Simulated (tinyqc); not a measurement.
What each parameter does: parabolic quantum dot in a magnetic field (Fock-Darwin).

Two dimensions, V = m w0^2 r^2/2, one valley. hbar wc = 2 muB B/m, W = sqrt(w0^2 + wc^2/4), E(n, l, s) = (2n + |l| + 1) hbar W - l hbar wc/2 + s gs muB B, n = 0, 1, ..., l = 0, +/-1, ..., s = +/-1/2; length lam = sqrt(2c/(m hbar W)), c = hbar^2/2m0.

Exact treatment: the centre of mass separates with energy W, and the relative motion obeys [-(2c/m) Laplacian + (2c/m) r^2/(2 lam^2)^2 + q/(eps r)] psi = e_l psi for angular number l, solved in 14 Gaussians r^l exp(-a r^2), a = 1.7^i/(4 lam^2), i = -3 to 10. E(S) = W + e_0, E(T) = W + e_1 - wc/2 - Ez.

Constants: muB = 5.788381798e-05 eV/T; hbar^2/2m0 = 3.80998211 eV angstrom^2; e^2/(4 pi eps0) = 14.39964547 eV angstrom.

Parameters, chosen for this exercise (near those of a gate-defined dot in InAs; not measured data): m = 0.0308 m0 (mass); gs = -7.49 (g factor); w0 = 7.4 meV (confinement energy hbar w0); B = 1.87 T (magnetic field); eps = 15.3 (dielectric constant).

The two modes W +/- wc/2, lam and the exact E(T) - E(S), with q = e^2/(4 pi eps0) and Ez = |gs| muB B.

Results for these values:
```
case  upper mode (meV)  lower mode (meV)  lam (angstrom)  E(T) - E(S) (meV)
base            11.706             4.678           173.8               1.36
```

What happens to each result for eps = 13, all else kept?

Answer: upper mode does not change at the printed digits; lower mode does not change at the printed digits; lam does not change at the printed digits; E(T) - E(S) falls from 1.36 to 1.06.

The same for each parameter in turn:
```
case           upper mode (meV)  lower mode (meV)  lam (angstrom)  E(T) - E(S) (meV)
base                     11.706             4.678           173.8               1.36
B = 2.81 T               14.372             3.810           165.0              -0.08
w0 = 9.25 meV            13.409             6.381           158.1               2.75
m = 0.0354 m0            11.065             4.949           164.0               1.55
gs = -11.23              11.706             4.678           173.8               0.96
eps = 13                 11.706             4.678           173.8               1.06
```

Computed by tinyqc, a small Python program: `OMP_NUM_THREADS=1 python tinyqc.py 1280874 1280875 out.jsonl` (the numbers bound the seed that draws the inputs); one thread of a shared host (Intel(R) Xeon(R) Processor @ 2.30GHz), about 0.04 s for the whole set of steps.
